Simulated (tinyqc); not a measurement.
Comparisons within one model: thin (001) film in sp3s* tight binding with raised dangling bonds. A value that a table varies takes the place of the one given here.

Planes alternate anion (a), cation (c) along [001], a/4 apart, starting with an anion; zero in-plane momentum; levels counted from the bulk Ev, the lower root of [[Epa, Vxx], [Vxx, Epc]]; no spin-orbit coupling. Block of s, pz, s*: from an anion to the cation above, Vss/2 (s,s), Vsapc/2 (s,z), -Vscpa/2 (z,s), Vxx/2 (z,z), Vxapc/2 (s*,z), -Vpaxc/2 (z,s*); to the cation below the same with the s-z and s*-z signs reversed. Block of u = (px + py)/sqrt2 and v = (px - py)/sqrt2: to the cation above (Vxx + Vxy)/2 for u and (Vxx - Vxy)/2 for v, to the cation below the reverse. Each surface atom has two dangling sp3 hybrids; raising both by dl adds (dl/2) [[1, t], [t, 1]] to its s, pz levels (t = -1 at the bottom face, +1 at the top) and dl to the one of u, v in whose plane the missing bonds lie (v for a bottom anion or a top cation, u for a top anion).

Inputs chosen for the exercise (near a published set for InAs, fitted to gaps, whose masses and valley positions are rough; not measured data):
```
symbol  value                                                                                        unit      meaning
p       (-9.568, 0.907, -2.72, 3.716, 7.426, 6.733, -5.6, 1.847, 4.469, 3.044, 5.438, 3.362, 3.906)  eV        order Esa, Epa, Esc, Epc, Exa, Exc, Vss, Vxx, Vxy, Vsapc, Vscpa, Vxapc, Vpaxc
Nw      24                                                                                                     planes in the thicker film
a       6.054                                                                                        angstrom  lattice constant
dp      30                                                                                           eV        value of dl for the passivated films
Ns      (8, 10, 16, 17, 27, 33, 44, 61)                                                                        numbers of planes
```

## States in the gap of a film

edges (eV): Gamma 0.42867, Delta 2.30331

Levels between 0 and the lower bulk edge, the largest weight on the two outer planes of both faces among them, and the nearest levels outside, for several shifts dl.

Film of Nw planes:
```
dl (eV)  levels in the gap  at (eV)  surface weight  next above (eV)  next below (eV)
0                        1    0.362            0.26           0.9159          -0.0463
1                        0        -               -           0.4857          -0.0463
2                        1    0.053            0.23           0.5826          -0.0463
3                        1    0.164            0.22           0.6614          -0.0463
5                        1    0.328            0.20           0.7831          -0.0463
10                       0        -               -           0.4803          -0.0463
30                       0        -               -           0.5655          -0.0463
100                      0        -               -           0.5908          -0.0463
```

Can the levels of the bare film be read as confined subbands?

No: with bare surfaces (dl = 0) 1 level lies in the bulk gap, with up to 26 % of the weight on the four outer planes, two a face, where an even spread gives 17 %: a state drawn out of a band edge by the surface, no confined subband, which would lie outside the bulk gap. The reruns show the bulk gap clear from dl = 10 eV on, and at dl = 30 eV the next level above lies -25.3 meV from its value at 100 eV. At dl = 1, 10 and 30 eV the next level above is more than 20 meV from its value at 100 eV, so the surface still acts on it. It is also clear at dl = 1 eV, between two surface states passing through.

## Gap against thickness

Passivated films (finite dp, so levels can still be some meV from their limit), thickness N a/4. Highest level below mid-gap (either block) and the two lowest above it. The exponents are -d ln(shift)/d ln N between the sixth and the last film, for the valence level and for the lowest conduction level.

Levels (eV):
```
N   thickness (angstrom)      Ev1     Ec1     Ec2     gap
8                  12.11  -0.2604  0.8687  2.0438  1.1291
10                 15.13  -0.1897  0.7793  1.8064  0.9689
16                 24.22  -0.0917  0.6424  1.3372  0.7341
17                 25.73  -0.0923  0.5944  1.2613  0.6867
27                 40.86  -0.0405  0.5282  0.9288  0.5687
33                 49.95  -0.0280  0.5080  0.8225  0.5360
44                 66.59  -0.0156  0.4960  0.7196  0.5116
61                 92.32  -0.0088  0.4669  0.6068  0.4757
```

exponents: valence 1.89, conduction 1.19

The gap is 1.129 eV at 12.1 angstrom and 0.476 eV at 92.3, against 0.429 eV in the bulk along this line. At 17 planes the conduction side gives 166 meV of the widening and the valence side 92 meV. A hard-walled parabolic band has exponent 2; departures come from the offset between N a/4 and the effective width, from non-parabolicity and from the termination (odd and even N end differently: in the direction of the bond rows at the two faces and, in a compound, in the kind of atom), which also makes single steps in N uneven. Ec1 is the Gamma subband.

## What each change does

A film of Nw planes with shift dp: highest level below mid-gap (half the lower bulk edge) and the two lowest above. Each row changes one parameter from the base and keeps the others.

Results:
```
case        Ev1 (eV)  Ec1 (eV)  Ec2 (eV)
base         -0.0463    0.5655    1.0240
Nw = 26      -0.0403    0.5536    0.9733
dp = 60 eV   -0.0463    0.5838    1.0452
```

The largest shifts from the base row, up to three for each result and ties (the steps differ in size, so this ranks the rows, not the parameters). Ev1 (eV): Nw +0.0060; unchanged at the printed digits by dp. Ec1 (eV): dp +0.0183, Nw -0.0118. Ec2 (eV): Nw -0.0507, dp +0.0212. An odd change of Nw also changes which atoms end the film, so levels need not move as thickness alone would move them; the row for dp shows how far the passivation is from converged.

Program tinyqc; command `OMP_NUM_THREADS=1 python tinyqc.py 1451621 1451622 out.jsonl`; about 0.4 s on one thread of a shared Intel(R) Xeon(R) Processor @ 2.30GHz.
